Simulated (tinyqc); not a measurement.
Liquidus of a compound AB in a simple-solution melt, liquid-phase epitaxy and vapour pressures: one step, computed by the program tinyqc. Command: `OMP_NUM_THREADS=1 python tinyqc.py 3024515 3024516 out.jsonl liq35 walk`. One thread of a shared host (Intel(R) Xeon(R) Processor @ 2.30GHz), about 0.02 s of CPU time with the checks.

x is the atom fraction of B in the melt. The melt is a simple solution: R T ln gamma_B = W (1 - x)^2, R T ln gamma_A = W x^2, W = a + b T. The solid AB is stoichiometric.

Task: Layer thickness. Semi-infinite melt (Hsieh): step d = 2 dT sqrt(D t/pi)/(C_S m); ramp d = (4/3) c sqrt(D/pi) t^(3/2)/(C_S m); supercooling is their sum. A melt of depth w can give at most w (undercooling)/(C_S m).

Inputs (values chosen for the exercise, for a model compound):
```
quantity                     value    unit
saturation temperature T      1111       K
step dT                        2.9       K
cooling rate c                 1.9   K/min
growth time t                  1.1     min
diffusivity in the melt D  0.00011  cm^2/s
melt depth w                   9.2      mm
```

Growth programme: ramp cooling.

C_S = 2.214232e+22 1/cm^3

slope m = 7.277839e-20 K cm^3

Give: thickness d; largest thickness from this melt; sqrt(D t)/w.

Result:

thickness d = 0.8313 micrometre

largest thickness from this melt = 11.93 micrometre

sqrt(D t)/w = 0.09261

The layer uses 7 % of what the melt could give.
